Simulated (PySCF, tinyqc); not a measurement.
Inside a calculation. Method: FCI on RHF in the sto-3g basis, for H3-, spin multiplicity 1. The basis has no diffuse functions, so it cannot describe the extra electron: this is an exercise in the method, not the real anion. The lowest restricted solution is unstable here: a spin-polarised one lies 0.1822 hartree lower (PySCF). One step of it, computed by the program tinyqc.

Problem. FCI: roots. Diagonalise (each vector has its largest component positive (the first on a tie)); all determinants have Ms = 0, so triplets appear too. The lowest singlet root is the correlation energy.

Occupation strings over the orbitals (2 doubly, a alpha, b beta, 0 empty; spin orbitals ordered 1a 1b 2a 2b ...): 220 2ab a2b 2ba b2a 202 ab2 ba2 022

H - E(HF) between determinants (hartree), lower triangle:
```
,220,2ab,a2b,2ba,b2a,202,ab2,ba2,022
220,0.000000
2ab,0.000000,-0.182318
a2b,0.000000,-0.000984,0.405874
2ba,0.000000,-0.047147,0.086077,-0.182318
b2a,0.000000,0.086077,-0.181409,-0.000984,0.405874
202,0.047147,0.000000,0.000000,0.000000,0.000000,0.113707
ab2,0.086077,0.000000,0.000000,0.000000,0.000000,-0.204775,0.337641
ba2,-0.086077,0.000000,0.000000,0.000000,0.000000,0.204775,-0.097720,0.337641
022,0.181409,0.000000,0.000000,0.000000,0.000000,0.097720,-0.046498,0.046498,0.860636
```

Give: lowest roots of this matrix, relative to E(HF); lowest vectors; <S^2> of these roots; weight of the ground state by excitation level 0, 1, 2, ....

Solution.

lowest roots of this matrix, relative to E(HF) (hartree): -0.2449  -0.1455  -0.1455  0.0306  0.2399  0.2399  0.5976  0.5977

lowest vectors:
```
,root 1,root 2,root 3,root 4
220,0.0000,0.0000,0.6761,0.6866
2ab,0.6958,0.7022,0.0000,0.0000
a2b,-0.1261,0.0834,0.0000,0.0000
2ba,0.6958,-0.7022,0.0000,0.0000
b2a,-0.1261,-0.0834,0.0000,0.0000
202,0.0000,0.0000,-0.5816,0.6573
ab2,0.0000,0.0000,-0.3128,0.1625
ba2,0.0000,0.0000,0.3128,-0.1625
022,0.0000,0.0000,-0.0943,-0.2092
```

<S^2> of these roots: 2.0000  0.0000  0.0000  0.0000  2.0000  2.0000  0.0000  0.0000

weight of the ground state by excitation level 0, 1, 2, ...: 0.0000  1.0000  0.0000

The lowest root is not a singlet, so the reference has no weight in it by spin; the weights shown are those of that root. A root of higher spin lies below E(HF).
